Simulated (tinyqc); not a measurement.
Comparisons within one model: buckled dimers of a reconstructed (001) surface, two dangling bonds a dimer. A value that a table varies takes the place of the one given here.

In a dimer one atom moves up by z and the other down by z; the dangling bond of the up atom (more s-like) falls by gm z and that of the down atom rises by gm z. With all dimers tilted alike: H(k) = [[-gm z - 2 ta cos k, -tp - 2 tx cos k], [., gm z - 2 ta cos k]], k along the row in 1/a. Two electrons a dimer fill the lowest N of the 2N levels on the mesh k_j = (j + 1/2) pi/N. Total energy a dimer: W(z) = (2/N) sum of the filled levels + kf z^2. Repulsion between electrons is left out.

Values chosen for the exercise (of the size met on Si(001); not measured data): tp = 0.26 eV (pi coupling inside a dimer); ta = 0.22 eV (coupling between like atoms along the row); tx = 0.06 eV (diagonal coupling along the row); gm = 2.2 eV/angstrom (shift of a dangling bond with height); kf = 6.5 eV/angstrom^2 (force constant of buckling); N = 8 (k points).

## Energy against buckling

W relative to z = 0; gap as lowest upper less highest lower level on 201 points from 0 to pi.

Per dimer (eV):
```
z (angstrom)  band energy  elastic        W      gap
0.00               0.0000   0.0000   0.0000  -0.3600
0.05              -0.0230   0.0163  -0.0068  -0.3064
0.10              -0.0821   0.0650  -0.0171  -0.1801
0.15              -0.1928   0.1462  -0.0465  -0.0182
0.20              -0.3739   0.2600  -0.1139   0.1631
0.30              -0.7688   0.5850  -0.1838   0.5563
0.40              -1.1837   1.0400  -0.1437   0.9696
0.50              -1.6079   1.6250   0.0171   1.3927
0.60              -2.0372   2.3400   0.3028   1.8210
```

W is lowest at z = 0.3 among these rows (-0.1838 eV). The band energy falls as z^2 at first and linearly, as -2 gm z, once gm z is far above tp, so the elastic term always wins at large z. The gap opens near z = 0.155 angstrom.

## Strong pi bonds keep dimers flat

tp is varied; z minimises W on 0 to 1 angstrom; gap on 201 points; charge moved: the mean of gm z/sqrt((gm z)^2 + h^2) over the mesh, h the off-diagonal element.

Against tp:
```
tp (eV)  z (angstrom)  gain (eV)  gap (eV)  charge moved (e)
0.10           0.3333     0.1966    0.6191             0.985
0.20           0.3242     0.1864    0.6196             0.958
0.30           0.3085     0.1749    0.6204             0.912
0.45           0.2699     0.1227    0.6223             0.797
0.60           0.2038     0.0315    0.6250             0.602
0.80           0.0000     0.0000    0.7200             0.000
1.00           0.0000     0.0000    1.1200             0.000
1.30           0.0000     0.0000    1.7200             0.000
1.60           0.0000     0.0000    2.3200             0.000
```

Dimers buckle for tp up to 0.6 eV among these rows; for an isolated dimer the limit is gm^2/kf = 0.745 eV. While buckled, the splitting, on average over k, stays near 2 gm^2/kf = 1.489 eV whatever tp is, and beyond the limit it follows 2 tp; the gap is smaller by the width of the bands, about 4 ta = 0.88 eV.

## Tilting alike or in alternation

Alternation doubles the cell: sites L1, R1, L2, R2 with levels -gm z, +gm z, +gm z, -gm z, -tp inside a dimer, -2 ta cos k between L1-L2 and R1-R2, -2 tx cos k between L1-R2 and R1-L2, on k_j = (j + 1/2) pi/(2N); the lowest half of the levels is filled. Energies a dimer; gaps on these meshes.

Two patterns:
```
z (angstrom)  W alike (eV)  W alternating (eV)  difference (meV)  gap alike (eV)  gap alternating (eV)
0.05               -0.6655             -0.7059             -40.5         -0.2898                0.2140
0.10               -0.6758             -0.7784            -102.6         -0.1640                0.4241
0.15               -0.7052             -0.8479            -142.7         -0.0022                0.6372
0.20               -0.7726             -0.9030            -130.4          0.1792                0.8467
0.30               -0.8425             -0.9486            -106.1          0.5725                1.2706
0.40               -0.8024             -0.8898             -87.3          0.9860                1.6965
0.50               -0.6416             -0.7151             -73.4          1.4091                2.1241
```

The lowest W listed is -0.8425 eV for like tilts and -0.9486 eV for alternation; the difference at equal z runs from -142.7 to -40.5 meV. With alternation ta joins filled up atoms to empty down atoms and gains energy in second order, about 2 ta^2/(gm z) a dimer at large z, while tx does so for like tilts; here ta = 0.22 and tx = 0.06 eV. At z = 0.3 the gap is 0.573 eV alike and 1.271 eV alternating.

## What each parameter does

z minimises W on 0 to 1 angstrom; gain over flat dimers; gap on 201 points from 0 to pi. Each row changes one parameter from the base and keeps the others.

Results:
```
case                     z (angstrom)  gain (eV)  gap (eV)
base                           0.3157     0.1852    0.6201
tp = 0.221 eV                  0.3215     0.1876    0.6197
ta = 0.25 eV                   0.3157     0.1219    0.5001
tx = 0.09 eV                   0.3138     0.1958    0.6335
gm = 2.376 eV/angstrom         0.3474     0.2952    0.8661
kf = 5.85 eV/angstrom^2        0.3555     0.2582    0.7843
```

The largest shifts from the base row, up to three for each result and ties (the steps differ in size, so this ranks the rows, not the parameters). z (angstrom): kf +0.0399, gm +0.0318, tp +0.0059; unchanged at the printed digits by ta. gain (eV): gm +0.1100, kf +0.0730, ta -0.0633. gap (eV): gm +0.2460, kf +0.1642, ta -0.1200.

Computed by tinyqc, a small Python program: `OMP_NUM_THREADS=1 python tinyqc.py 1451142 1451143 out.jsonl` (the numbers bound the seed that draws the inputs); one thread of a shared host (Intel(R) Xeon(R) Processor @ 2.30GHz), about 0.02 s for the whole set of steps.
